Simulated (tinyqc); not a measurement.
# Inputs raised by 10 %, one at a time

Model: oxide trap near a transistor channel: two-state multiphonon kinetics, telegraph noise and bias instability. Computed by tinyqc, a small Python program. Command: `OMP_NUM_THREADS=1 python tinyqc.py 3028020 3028021 out.jsonl oxidetrap sens`. One thread of a shared host (Intel(R) Xeon(R) Processor @ 2.30GHz), about 0.01 s of CPU time with the checks.

An n-channel device under positive gate bias. The trap is empty (state 1) or holds an electron (state 2); both states are parabolas of equal curvature, and the electron reservoir is taken at the Fermi level of the channel.

Inputs (values chosen for the exercise, with an insulator like HfO2 on silicon): insulator constant eps_ox = 21.4; insulator thickness t_ox = 1.9 nm; trap depth x from the interface = 0.45 nm; tunnel barrier phi_b = 1.47 eV; tunnelling mass m_ox = 0.2 m_0; trap level above E_F at zero field E_t = -0.057 eV; relaxation energy E_R = 1.2 eV; oxide field F = 1.3 MV/cm; attempt rate k_0 at the interface = 2e+11 1/s; temperature T = 350 K; channel width W = 41 nm; channel length L = 120 nm; frequency f = 40 Hz; stress time t_s = 0.2 s.

Parts treated: one trap and an ensemble.

Constants: hbar^2/(2 m_0) = 3.80998212 eV angstrom^2; k_B = 8.617333262e-05 eV/K; e = 1.602176634e-19 C; eps_0 = 8.8541878128e-12 F/m.

Method:
- kappa = sqrt(2 m_ox phi_b)/hbar = sqrt(m_ox phi_b/(hbar^2/2m_0)); attenuation length lambda = 1/(2 kappa); factor exp(-x/lambda) for a rectangular barrier.
- E_21 = E_t - e F x is the energy of state 2 over state 1; barriers E_c = (E_R + E_21)^2/(4 E_R), E_e = E_c - E_21; tau_c = exp(E_c/k_B T)/(k_0 P), tau_e = exp(E_e/k_B T)/(k_0 P), P the tunnelling factor; occupation f_2 = tau_e/(tau_c + tau_e); 1/tau_0 = 1/tau_c + 1/tau_e.
- Charge-sheet step dV = e (t_ox - x)/(eps_ox eps_0 W L); Lorentzian spectrum S(f) = 4 dV^2 tau_0^2/((tau_c + tau_e)(1 + (2 pi f tau_0)^2)); corner 1/(2 pi tau_0); variance dV^2 f_2 (1 - f_2) = dV^2 tau_0/(tau_c + tau_e).
- From the zero-field occupation f(0), f(t) = f_2 + (f(0) - f_2) exp(-t/tau_0) under the field; after t_s the field is removed and f relaxes with the zero-field constants.

Runs:
```
input moved                           from     to  capture time tau_c (s)  emission time tau_e (s)  threshold step dV (mV)  half-time of recovery (s)
base run                                 -      -              2.0559e-07               9.4653e-06                 0.24920                 3.0453e-07
trap depth x from the interface (nm)  0.45  0.495              2.4189e-07               1.3520e-05                 0.24147                 3.9103e-07
relaxation energy E_R (eV)             1.2   1.32              5.5125e-07               2.5379e-05                 0.24920                 8.2173e-07
oxide field F (MV/cm)                  1.3   1.43              1.8839e-07               1.0530e-05                 0.24920                 3.0453e-07
temperature T (K)                      350    385              9.8233e-08               3.1929e-06                 0.24920                 1.3085e-07
insulator thickness t_ox (nm)          1.9   2.09              2.0559e-07               9.4653e-06                 0.28186                 3.0453e-07
tunnel barrier phi_b (eV)             1.47  1.617              2.3228e-07               1.0694e-05                 0.24920                 3.4406e-07
channel width W (nm)                    41   45.1              2.0559e-07               9.4653e-06                 0.22655                 3.0453e-07
```

Exponents ln(y'/y) / ln(x'/x):
```
input                            capture time tau_c  emission time tau_e  threshold step dV  half-time of recovery
trap depth x from the interface               1.706                3.741             -0.331                  2.623
relaxation energy E_R                        10.348               10.348              0.000                 10.415
oxide field F                                -0.917                1.118              0.000                  0.000
temperature T                                -7.749              -11.402              0.000                 -8.863
insulator thickness t_ox                      0.000                0.000              1.292                  0.000
tunnel barrier phi_b                          1.280                1.280              0.000                  1.280
channel width W                               0.000                0.000             -1.000                  0.000
```

Which inputs matter most for each result?

Among the inputs moved here: capture time tau_c answers most in size to relaxation energy E_R (exponent +10.348), next to temperature T (-7.749); its exponent is below 0.0005 for insulator thickness t_ox, channel width W. emission time tau_e answers most in size to temperature T (exponent -11.402), next to relaxation energy E_R (+10.348); its exponent is below 0.0005 for insulator thickness t_ox, channel width W. threshold step dV answers most in size to insulator thickness t_ox (exponent +1.292), next to channel width W (-1.000); its exponent is below 0.0005 for relaxation energy E_R, oxide field F, temperature T, tunnel barrier phi_b. Its exponent -1.000 in channel width W: one charge is spread over the gate area. Half-time of recovery answers most in size to relaxation energy E_R (exponent +10.415), next to temperature T (-8.863); its exponent is below 0.0005 for oxide field F, insulator thickness t_ox, channel width W.
